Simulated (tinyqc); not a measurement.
Recursion (Haydock) method for the local density of states: bulk site of a cubic lattice: one step. Moments from the coefficients. Two cases, with inputs chosen for the exercise.

Task: For a1 = a2 = 0: mu1 = a0, mu2 = a0^2 + b1^2, mu3 = a0^3 + 2 a0 b1^2, mu4 = a0^4 + 3 a0^2 b1^2 + b1^4 + b1^2 b2^2.

One orbital a site at energy 0, hopping -t to the 6 nearest neighbours of a cubic lattice; the start u0 is a site in the bulk, with energy V. Recursion: a_n = <u_n|H|u_n>, b_(n+1) u_(n+1) = (H - a_n) u_n - b_n u_(n-1), b > 0. G(z) = 1/(z - a0 - b1^2/(z - a1 - b2^2/(...))), z = E + i eta. After n levels the tail is b_n^2 T with the square-root terminator T = (z - sqrt(z - 2b) sqrt(z + 2b))/(2 b^2), b = 3t so that the band edges lie at -/+ 6t.

Give: mu1 to mu4 (eV^n).

Case 1.

Coefficients:
```
n,a_n (eV),b_(n+1) (eV),b_(n+1)^2/t^2
0,0.000000,3.4537805,6.000000
1,0.000000,4.2300000,9.000000
2,0.000000,4.3331859,9.444444
3,0.000000,4.1242333,8.555556
4,0.000000,4.2992333,9.297021
```

Result:

mu1 to mu4 (eV^n): 0.000  11.929  0.000  355.729

Case 2.

Coefficients:
```
n,a_n (eV),b_(n+1) (eV),b_(n+1)^2/t^2
0,0.000000,1.6411581,6.000000
1,0.000000,2.0100000,9.000000
2,0.000000,2.0590316,9.444444
3,0.000000,1.9597420,8.555556
4,0.000000,2.0428981,9.297021
```

Result:

mu1 to mu4 (eV^n): 0.000  2.693  0.000  18.136

mu4/t^4 = 90 is the number of closed walks of four steps.

Computed by tinyqc, one run a case: `OMP_NUM_THREADS=1 python tinyqc.py N N+1 out.jsonl` with N = 1451431, 1452879; one thread of a shared Intel(R) Xeon(R) Processor @ 2.30GHz, about 0.1 s a run at most.
